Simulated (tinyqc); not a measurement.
Gated graphene, quantum capacitance: one step of the calculation.

phi is the Fermi level above the Dirac point, in volts; Vg is counted from the gate voltage of charge neutrality. Ideal linear bands, no charge puddles.

Question. Gate capacitance. Cox = eps0 eox/tox.

Inputs (values chosen for the exercise): relative permittivity of the gate insulator (close to silicon dioxide) eox = 3.9; insulator thickness tox = 4.7 nm.

Constants: eps0 = 8.8541878128e-14 F/cm where lengths are in cm. Results are converted to the units shown.

Give: Cox.

Answer.

Cox = 0.7347 uF/cm^2

Program tinyqc, `OMP_NUM_THREADS=1 python tinyqc.py 2200146 2200147 out.jsonl`; Intel Xeon 2.30GHz, shared host, one thread, about 0.01 s.
